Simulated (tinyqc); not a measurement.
Substrate current against gate voltage: lateral field, substrate current, probability of reaching the oxide barrier and hot-carrier lifetime of a silicon transistor (pseudo-two-dimensional and lucky-electron models). Computed by tinyqc, a small Python program. Command: `OMP_NUM_THREADS=1 python tinyqc.py 3007078 3007079 out.jsonl hotcar walk`. One thread of a shared host (Intel(R) Xeon(R) Processor @ 2.30GHz), about 0.01 s of CPU time with the checks.

Local-field models: a lucky carrier gains its energy at the peak field over a path free of collisions. Voltages are magnitudes.

Inputs (values chosen for the exercise, modelled on a silicon n-channel): channel length L = 590 nm; oxide thickness t = 12 nm; junction depth x_j = 150 nm; mobility mu = 390 cm^2/(V s); saturation velocity v_s = 0.9 1e7 cm/s; threshold voltage V_T = 0.5 V; drain voltage V_D = 5.8 V; ionisation prefactor A_i = 2e+06 1/cm; ionisation field B_i = 1.74 MV/cm; hot-carrier mean free path lambda = 7.8 nm; oxide barrier phi_b = 3.1 eV; interface-trap threshold phi_it = 3.8 eV; lifetime constant H = 300 s microampere/micrometre; length of the depleted extension L_n = 58 nm.

Drain: lightly doped extension.

Constants: eps_0 = 8.8541878128e-12 F/m.

Method:
- C_ox = 3.9 eps_0/t; F_sat = 2 v_s/mu; V_Dsat = V_ov F_sat L/(V_ov + F_sat L), V_ov = V_G - V_T; I_D/W = C_ox v_s (V_ov - V_Dsat).
- Scale length l = 0.22 t^(1/3) x_j^(1/2) (all in cm); F_m = sqrt(((V_D - V_Dsat)/l_e)^2 + F_sat^2), with l_e = l + L_n; length of the velocity-saturated region l_e ln((V_D - V_Dsat)/(l_e F_sat) + F_m/F_sat).
- Substrate current I_sub/I_D = (A_i/B_i)(V_D - V_Dsat) exp(-B_i/F_m); probability of reaching the oxide barrier exp(-phi_b/(e lambda F_m)); lifetime tau = (H/(I_D/W)) exp(phi_it/(e lambda F_m)).

At the given drain voltage:
```
V_G (V)  V_Dsat (V)  I_D/W (microampere/micrometre)  F_m (kV/cm)  I_sub/W (microampere/micrometre)     tau (s)
0.79         0.2621                             7.2       375.66                            0.4480  1.7795e+07
1.10         0.4917                            28.1       360.32                            1.3686  7.9615e+06
1.60         0.7835                            82.0       340.85                            2.8675  5.9005e+06
2.10         1.0078                           153.4       325.89                            4.0547  6.0770e+06
2.90         1.2757                           291.2       308.05                            5.3352  7.6069e+06
3.70         1.4712                           447.7       295.05                            6.1193  9.9333e+06
4.60         1.6363                           638.1       284.07                            6.6788  1.3191e+07
5.50         1.7629                           838.3       275.67                            7.0583  1.6941e+07
6.40         1.8632                          1045.5       269.02                            7.3439  2.1024e+07
```

I_sub rises over the whole table: the growing drain current outweighs the fall of F_m. The shortest lifetime among the rows lies at V_G = 1.6 V, below that of the largest I_sub, since tau depends more steeply on the field.

Extremes, crossings and ranges named in words are read from the listed rows.
